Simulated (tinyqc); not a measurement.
Boltzmann transport in a parabolic band with a power-law relaxation time: one step. Integrals for r = -0.5 (acoustic phonons). Two cases, with inputs chosen for the exercise.

Question. Evaluate F_j and K_j for j = 1/2, r + 1/2, r + 3/2, r + 5/2 and 2r + 1/2 (each value once).

F_j(eta) = (1/Gamma(j + 1)) integral_0^infinity x^j dx/(1 + exp(x - eta)), which tends to exp(eta) for eta << 0.

tau = tau0 x^r with x = E/kT. With K_j = Gamma(j + 1) F_j(eta): <tau> = tau0 (r + 3/2) K_(r+1/2)/((3/2) K_(1/2)); mu = <tau>/(mc m0/e), m0/e = 5.685630e-12 kg/C; Hall factor rH = (3/2) K_(1/2) (2r + 3/2) K_(2r+1/2)/((r + 3/2) K_(r+1/2))^2; Seebeck S = -(kB/e) [(r + 5/2) K_(r+3/2)/((r + 3/2) K_(r+1/2)) - eta]; Lorenz number L = (kB/e)^2 [(r + 7/2) K_(r+5/2)/((r + 3/2) K_(r+1/2)) - ((r + 5/2) K_(r+3/2)/((r + 3/2) K_(r+1/2)))^2]; kB/e in V/K. Valley anisotropy is left out of rH.

Give: F_j and K_j.

Case 1.

Values chosen (out of a larger set: masses near those of Ge; tau0 is set for a mobility of the usual size at this n, kL is a free input; freeze-out and phonon drag, which matter near 77 K, are left out; not measured data): r = -0.5 (exponent of tau).

eta = 1.341984

Answer.

F_j and K_j:
```
j        F_j     K_j
0.5   1.9530  1.7308
0.0   1.5741  1.5741
1.0   2.2994  2.2994
2.0   2.8637  5.7273
-0.5  1.1795  2.0906
```

Case 2.

Values chosen (out of a larger set: masses near those of SiC; tau0 is set for a mobility of the usual size at this n, kL is a free input; freeze-out and phonon drag, which matter near 77 K, are left out; not measured data): r = -0.5 (exponent of tau).

eta = 4.282280

Answer.

F_j and K_j:
```
j        F_j     K_j
0.5   7.1407  6.3283
0.0   4.2960  4.2960
1.0   10.800  10.800
2.0   20.146  40.292
-0.5  2.2709  4.0251
```

Computed by tinyqc, one run a case: `OMP_NUM_THREADS=1 python tinyqc.py N N+1 out.jsonl` with N = 1681202, 1682010; one thread of a shared Intel(R) Xeon(R) Processor @ 2.30GHz, about 0.01 s a run at most.
